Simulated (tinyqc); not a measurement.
Inside a calculation. Method: CCSD on RHF in the sto-6g basis, frozen core, for BeH2, spin multiplicity 1. One step of it, computed by the program tinyqc.

Task: CCSD: starting amplitudes. t_ij^ab = <ij||ab> / (e_i + e_j - e_a - e_b), whose energy is MP2.

orbital energies (hartree): MO1 -4.603760, MO2 -0.417363, MO3 -0.375076, MO4 0.207275, MO5 0.210091, MO6 0.354987, MO7 0.683911

Two-electron integrals over orbitals (pq|rs), unique and non-zero (hartree); the lowest 1 orbital is frozen and left out:
```
(22|22) 0.373541    (32|32) 0.159299    (33|22) 0.385271    (33|33) 0.408324
(42|22) 0.006253    (42|33) 0.008078    (42|42) 0.047160    (43|32) 0.011921
(43|43) 0.013726    (44|22) 0.351209    (44|33) 0.334018    (44|42) -0.023557
(44|44) 0.451713    (52|52) 0.046741    (53|53) 0.012342    (54|52) -0.007531
(54|54) 0.025159    (55|22) 0.352189    (55|33) 0.333993    (55|42) -0.009156
(55|44) 0.400664    (55|55) 0.450117    (62|22) -0.014093   (62|33) -0.040093
(62|42) -0.004373   (62|44) 0.064178    (62|55) 0.068117    (62|62) 0.083627
(63|32) -0.091166   (63|43) -0.010078   (63|63) 0.085546    (64|22) 0.001195
(64|33) -0.004102   (64|42) 0.041584    (64|44) -0.002005   (64|55) 0.006825
(64|62) 0.018993    (64|64) 0.046570    (65|52) 0.045944    (65|54) -0.004765
(65|65) 0.049063    (66|22) 0.377033    (66|33) 0.386569    (66|42) 0.019734
(66|44) 0.350449    (66|55) 0.354789    (66|62) -0.021321   (66|64) 0.012442
(66|66) 0.398222    (72|32) -0.040126   (72|43) -0.009683   (72|63) 0.062579
(72|72) 0.058010    (73|22) -0.000129   (73|33) -0.018384   (73|42) -0.013361
(73|44) 0.069874    (73|55) 0.070725    (73|62) 0.078593    (73|64) 0.009640
(73|66) -0.018356   (73|73) 0.087936    (74|32) -0.021808   (74|43) 0.011539
(74|63) 0.013711    (74|72) 0.004222    (74|74) 0.020090    (75|53) 0.013232
(75|75) 0.016968    (76|32) 0.137983    (76|43) 0.012924    (76|63) -0.088469
(76|72) -0.046938   (76|74) -0.018537   (76|76) 0.132535    (77|22) 0.399069
(77|33) 0.414915    (77|42) 0.001462    (77|44) 0.377516    (77|55) 0.376774
(77|62) -0.017582   (77|64) -0.004357   (77|66) 0.408907    (77|73) 0.004046
(77|77) 0.451748
```

Give: Starting amplitudes; correlation energy.

Result:

Starting amplitudes (spin orbitals 1a, 1b, ...; amplitudes related by a flip of all spins are not repeated):
```
from      to         t
3a 3b  6a 6b    -0.059
2a 2b  6a 6b    -0.054
2a 3b  6a 7b    -0.043
3a 3b  7a 7b    -0.042
2a 2b  4a 4b    -0.038
2a 2b  5a 5b    -0.037
2a 3b  6b 7a     0.034
2a 2b  7a 7b    -0.026
3a 3b  4a 4b    -0.012
3a 3b  5a 5b    -0.011
2a 3a  6a 7a    -0.009
2a 3b  4a 7b     0.008
3a 3b  4a 6b     0.008
2a 3b  4b 7a    -0.006
2a 2b  4a 6b  3.13e-03
2a 3a  4a 7a  2.18e-03
```

correlation energy = -0.03036 hartree
